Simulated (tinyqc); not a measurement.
Inside a calculation. Model: Raman shift of the zone-centre optical phonon of a diamond-structure crystal under stress. Computed by tinyqc, a small Python program that keeps every step. Command: `OMP_NUM_THREADS=1 python tinyqc.py 3014570 3014571 out.jsonl ramanstress walk`. One thread of a shared host (Intel(R) Xeon(R) Processor @ 2.30GHz), about 0.01 s of CPU time with the checks. Intermediate numbers are printed to about 6 digits and carried at full precision; extremes and crossings named in words are read from the listed rows.

Axes x, y, z are the cube axes. Strain shifts the threefold optical mode and can split it; p, q and r are the phonon deformation potentials.

Inputs (values chosen for the exercise, modelled on germanium):
```
quantity                             value      unit
unstrained frequency omega_0         300.7      1/cm
p/omega_0^2                          -1.51         -
q/omega_0^2                          -1.96         -
r/omega_0^2                          -1.12         -
C11                                  127.7       GPa
C12                                  48.43       GPa
C44                                  66.78       GPa
stress sigma (tension positive)       -1.2       GPa
polarisation angle phi                  10    degree
temperature coefficient d omega/dT  -0.018  1/(cm K)
local temperature T                    520         K
laser wavelength                     632.8        nm
```

Stress state: biaxial. Axis: [110].

Constants: h = 6.62607015e-34 J s; c = 299792458 m/s; k_B = 1.380649e-23 J/K.

## Compliances

S11 = (C11 + C12)/D, S12 = -C12/D, D = (C11 - C12)(C11 + 2 C12), S44 = 1/C44.

S11 = 9.89446 1/TPa

S12 = -2.72065 1/TPa

S44 = 14.9745 1/TPa

## Stress and strain tensors

Equal biaxial stress in the plane normal to the axis (unit vector n): sigma_ij = sigma (delta_ij - n_i n_j). eps_xx = S11 sigma_xx + S12 (sigma_yy + sigma_zz), and cyclic; eps_xy = S44 sigma_xy/2 (tensor strain).

stress (GPa):
```
      x     y     z
x  -0.6   0.6   0.0
y   0.6  -0.6   0.0
z   0.0   0.0  -1.2
```

strain (per mille):
```
          x         y         z
x  -1.03950   4.49236   0.00000
y   4.49236  -1.03950   0.00000
z   0.00000   0.00000  -8.60857
```

volume strain = -10.6876 per mille

## Secular matrix and shifts

Secular matrix: M_xx = p eps_xx + q (eps_yy + eps_zz), M_xy = 2 r eps_xy; its eigenvalues are omega^2 - omega_0^2, and the shifts are these over 2 omega_0.

M/(2 omega_0) (1/cm):
```
          x         y        z
x   3.07915  -1.51296  0.00000
y  -1.51296   3.07915  0.00000
z   0.00000   0.00000  2.56704
```

shifts, in rising order (1/cm): 1.56619  2.56704  4.59210

All three modes are split. Compression hardens every mode.

## Mean shift and Grueneisen parameter

gamma = -(p + 2q)/(6 omega_0^2); the mean of the three shifts is -gamma omega_0 x (volume strain).

mode Grueneisen parameter gamma = 0.905

mean shift = 2.90844 1/cm

## The line seen from a (001) surface

Backscattering from a (001) surface: incident polarisation (cos phi, sin phi, 0). With Raman tensors (R_z)_xy = (R_z)_yx = 1 and cyclic, only the z component u_z of a mode counts: I = u_z^2 sin^2(2 phi) for parallel and u_z^2 cos^2(2 phi) for crossed polarisers. An unresolved line sits at the intensity-weighted shift, which is M_zz/(2 omega_0).

total intensity, parallel = 0.116978

total intensity, crossed = 0.883022

shift of the observed line = 2.56704 1/cm

shift per stress = -2.13920 1/(cm GPa)

stress per shift = -467.464 MPa cm

The z-polarised mode is an eigenmode here, so one line is seen. Caution: this stress has components normal to the (001) face, so it cannot reach a free (001) surface; it can act on buried material.

## The same stress in different states

Uniaxial: sigma n n^T; biaxial: sigma (1 - n n^T); hydrostatic: sigma 1. The line seen from (001) is taken as unresolved, at the intensity-weighted shift M_zz/(2 omega_0).

Shifts (1/cm):
```
state                    lowest   middle  highest  line seen from (001)
uniaxial [100]          0.77142  1.79563  1.79563               1.79563
uniaxial [110]         -0.22943  1.79563  2.79648               1.79563
uniaxial [001]          0.77142  1.79563  1.79563               0.77142
uniaxial [111]          0.44559  0.44559  3.47150               1.45422
biaxial, normal [001]   2.56704  2.56704  3.59125               3.59125
biaxial, normal [111]   0.89117  3.91708  3.91708               2.90844
hydrostatic             4.36267  4.36267  4.36267               4.36267
```

Seen from (001), uniaxial stress along [100] and along [110] give the same shift (1.796), and equal biaxial stress in the plane gives twice as much (3.591), since only sigma_xx + sigma_yy and sigma_zz enter M_zz. Stress along [001] gives 0.771. One measured shift therefore fixes the stress only once its state is assumed: read as uniaxial in the plane, a shift implies twice the stress that it does read as biaxial.

## Heating mistaken for stress

A temperature above 300 K shifts the line by (d omega/dT)(T - 300 K); divided by the shift per stress it poses as a stress; the total shift adds it to the shift of the observed line. The anti-Stokes to Stokes ratio is [(omega_L + omega_0)/(omega_L - omega_0)]^3 exp(-h c omega_0/(k_B T)) in photon counts, omega_L = 1/wavelength, resonance effects left out.

thermal shift = -3.96 1/cm

apparent stress from heating = 1.85116 GPa

total shift = -1.39296 1/cm

anti-Stokes/Stokes ratio = 0.487816

Heating poses as tension, 154 % of the true stress in size; the intensity ratio gives T apart from the shift.

Checks made by the program: mean of the eigenvalues against the trace rule (relative difference below 1e-10); weighted mean of the modes against M_zz (relative difference below 1e-10).
